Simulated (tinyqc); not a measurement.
What moves the results: conductance of a narrow metal strip with scatterers (square lattice, Green functions). A value that a table varies takes the place of the one given here.

A strip of W sites across with hard walls, site energy 0 and hopping -t. Mode n = 1 to W has profile chi_n(j) = sqrt(2/(W + 1)) sin(n j pi/(W + 1)) and energy en = -2t cos(n pi/(W + 1)); E = en - 2t cos(kn a). With z_n = exp(i kn a) (Im k > 0 for closed modes, |z| < 1) each lead gives the self-energy -t z_n in mode n. One column carries the site energies v, here a uniform barrier across the strip, as of a grain boundary. In the mode basis V_nm = sum_j chi_n(j) v_j chi_m(j), G = (E - en + 2 t z_n - V)^-1, and t_nm = 2t sqrt(sin(kn a) sin(km a)) G_nm in size for open modes. T = sum |t_nm|^2, conductance (2e^2/h) T.

Constants: e^2/h = 3.874045865e-05 S.

Values chosen for the exercise (hopping and spacing of the size met in Cu or Al; the lattice is a model; not measured data): t = 1.07 eV (hopping); W = 3 (sites across); v = (1.6, 1.6, 1.6) eV (site energies in the scattering column); a = 2.43 angstrom (spacing); E = 1.09 eV (Fermi energy).

## Conductance steps with and without the scatterer

E is varied across the lower half of the band.

Against energy:

| E/t | E (eV) | open modes | T | reflected |
|---|---|---|---|---|
| -3.30 | -3.531 | 1 | 0.1656 | 0.8344 |
| -2.95 | -3.156 | 1 | 0.4233 | 0.5767 |
| -2.65 | -2.836 | 1 | 0.5251 | 0.4749 |
| -2.30 | -2.461 | 1 | 0.5898 | 0.4102 |
| -1.95 | -2.087 | 2 | 0.7053 | 1.2947 |
| -1.65 | -1.766 | 2 | 1.0018 | 0.9982 |
| -1.30 | -1.391 | 2 | 1.1488 | 0.8512 |
| -0.95 | -1.016 | 2 | 1.2094 | 0.7906 |
| -0.65 | -0.696 | 2 | 1.2198 | 0.7802 |
| -0.30 | -0.321 | 3 | 1.5104 | 1.4896 |
| 0.05 | 0.053 | 3 | 1.5838 | 1.4162 |

The clean strip goes from 1 to 3 open modes. The reflected flux ranges from 0.410 (E/t = -2.3) to 1.490 (E/t = -0.3). A uniform barrier reflects each mode by v^2/(v^2 + (2t sin(kn a))^2), most the slow ones just above their thresholds.

## The same scatterer in wider strips

Width (W + 1) a; the strength is the entry of v largest in size. The barrier spans the width. Added resistance (1/T - 1/M)/(2 e^2/h), M the number of open modes.

Against width:

| W | width (angstrom) | M | T | T/M | added resistance (ohm) |
|---|---|---|---|---|---|
| 3 | 9.7 | 2 | 1.2021 | 0.6010 | 4283.6 |
| 4 | 12.2 | 3 | 1.6229 | 0.5410 | 3650.6 |
| 5 | 14.6 | 3 | 1.8208 | 0.6069 | 2786.0 |
| 6 | 17.0 | 4 | 2.3160 | 0.5790 | 2346.2 |
| 8 | 21.9 | 5 | 2.9620 | 0.5924 | 1776.1 |
| 10 | 26.7 | 7 | 3.7984 | 0.5426 | 1554.1 |
| 14 | 36.5 | 9 | 5.2083 | 0.5787 | 1044.0 |
| 20 | 51.0 | 13 | 7.4375 | 0.5721 | 742.5 |

The added resistance is 4284 ohm at W = 3 and 742.5 at W = 20; from W = 10 to 20 it changes by a factor 0.48, where 1/M gives 0.54 and 1/M^2 gives 0.29. A barrier across the strip keeps T/M near a constant (0.54 to 0.59 for W of 8 and more), so its resistance goes as 1/width on average, with steps as modes open: resistance times width runs from 37.9 to 41.5 kohm angstrom there.

## What each change does

Open modes M, T and the added resistance (1/T - 1/M)/(2 e^2/h). Each row changes one parameter from the base and keeps the others.

Results:

| case | M | T | added resistance (ohm) |
|---|---|---|---|
| base | 2 | 1.2021 | 4284 |
| t = 1.113 eV | 2 | 1.2438 | 3924 |
| E = 1.18 eV | 2 | 1.1903 | 4389 |
| v = (2.08, 2.08, 2.08) eV | 2 | 0.9437 | 7223 |

The largest shifts from the base row, up to three for each result and ties (the steps differ in size, so this ranks the rows, not the parameters). M: unchanged at the printed digits by t, E and v. T: v -0.2584, t +0.0417, E -0.0117. added resistance (ohm): v +2940, t -360, E +106.

Computed by tinyqc, a small Python program: `OMP_NUM_THREADS=1 python tinyqc.py 1481394 1481395 out.jsonl` (the numbers bound the seed that draws the inputs); one thread of a shared host (Intel(R) Xeon(R) Processor @ 2.30GHz), about 0.01 s for the whole set of steps.
